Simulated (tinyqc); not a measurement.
What each oscillator parameter does: Lorentz oscillators and the Kramers-Kronig relations.

eps(E) = 1 + sum_j S_j/(E0_j^2 - E^2 - i G_j E).

n + i k = sqrt(eps1 + i eps2) with k >= 0; R = ((n - 1)^2 + k^2)/((n + 1)^2 + k^2) at normal incidence from vacuum; alpha = 2 E k/(hbar c), times 1e8 for 1/cm; loss function Im(-1/eps) = eps2/(eps1^2 + eps2^2).

Parameters, chosen for this exercise:
- E0 = (3.28, 4.58) eV (resonances)
- G = (0.93, 0.59) eV (widths)
- S = (35.1, 97.7) eV^2 (strengths)
- E = 5.14 eV (photon energy)

At the energy E. Each row changes one parameter from the base and keeps the others.

Results:
```
case                        eps1    eps2      n      k      R
base                     -14.748   8.257  1.038  3.978  0.792
E0 = (3.28, 4.809) eV    -17.104  15.410  1.720  4.479  0.749
G = (0.93, 0.885) eV     -11.618   9.458  1.297  3.647  0.721
S = (35.1, 117.24) eV^2  -17.487   9.783  1.129  4.332  0.806
E = 5.397 eV             -11.177   4.548  0.667  3.409  0.815
```

The largest shifts from the base row, up to three for each result and ties (the steps differ in size, so this ranks the rows, not the parameters). eps1: E +3.570, G +3.129, S -2.739. eps2: E0 +7.152, E -3.709, S +1.526. n: E0 +0.682, E -0.371, G +0.259. k: E -0.569, E0 +0.501, S +0.354. R: G -0.071, E0 -0.043, E +0.023.

(tinyqc, `OMP_NUM_THREADS=1 python tinyqc.py 1652418 1652419 out.jsonl`, Intel(R) Xeon(R) Processor @ 2.30GHz, 1 thread, shared host, about 0.1 s.)
